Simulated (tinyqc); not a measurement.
What a faster ramp buys: rapid thermal processing of a wafer: radiative balance, ramp and cooling, pattern effects, pyrometer error and spike budget. Computed by tinyqc, a small Python program. Command: `OMP_NUM_THREADS=1 python tinyqc.py 3113116 3113117 out.jsonl rtp walk`. One thread of a shared host (Intel(R) Xeon(R) Processor @ 2.30GHz), about 0.04 s of CPU time with the checks.

The wafer is opaque and uniform through its thickness unless said otherwise; temperatures in formulas are in kelvin (C + 273.15). sigma = 5.670374419e-12 W/(cm^2 K^4).

Inputs (values chosen for the exercise, modelled on a hot silicon wafer):
```
quantity                                              value         unit
wafer thickness d                                       775   micrometre
heat capacity per volume C                             2.14   J/(cm^3 K)
thermal conductivity k                                 0.29     W/(cm K)
emissivity eps of each face                            0.69            -
reflectivity of the chamber walls r                    0.85            -
gas heat-transfer coefficient h, both faces together    3.3  mW/(cm^2 K)
wall temperature T_w                                    300            K
process temperature                                     816            C
starting temperature                                    550            C
ramp rate                                                37          K/s
activation energy of the process E_a                      4           eV
```

Constants: k_B = 8.617333262e-05 eV/K.

Method:
- Effective emissivity between parallel grey plates: eps_eff = 1/(1/eps + 1/(1 - r) - 1). Loss per area q(T) = 2 eps_eff sigma (T^4 - T_w^4) + h (T - T_w).
- Absorbed power during a ramp = q(T) + C d x ramp rate; thermal time constant tau = C d/(dq/dT), dq/dT = 8 eps_eff sigma T^3 + h; natural cooling rate q/(C d); front-to-back difference under one-sided heating at the end of the ramp = (absorbed power) d/(2 k).
- Cooling with the lamps off: C d dT/dt = -q(T), integrated adaptively (relative tolerance 1e-10).
- Spike anneal: linear ramp to the peak, then lamps off. Equivalent time at the peak = int exp(-(E_a/k_B)(1/T - 1/T_peak)) dt; estimate (k_B T^2/E_a)(1/ramp rate + 1/cooling rate). The ramp part uses 4000 trapezoid steps, the cooling part 4000 steps over 4 tau.

time constant tau = 14.3764 s

holding power q = 4.83393 W/cm^2

natural cooling rate = 29.1464 K/s

Against the ramp rate:
```
ramp (K/s)  ramp part (s)  cooling part (s)  total (s)  power at the peak (W/cm^2)
10                 2.4434           0.88840     3.3318                        6.49
25                 0.9774           0.88840     1.8658                        8.98
50                 0.4887           0.88840     1.3771                       13.13
100                0.2443           0.88840     1.1327                       21.42
250                0.0977           0.88840     0.9861                       46.30
500                0.0489           0.88840     0.9373                       87.76
1000               0.0244           0.88840     0.9128                      170.68
```

What follows from these numbers?

From 10 to 100 K/s the total falls by a factor 2.9, from 100 to 1000 K/s by 1.24: the cooling part, 0.888 s, is a floor, and the natural cooling rate here is 29.1 K/s.

Extremes, crossings and ranges named in words are read from the listed rows.
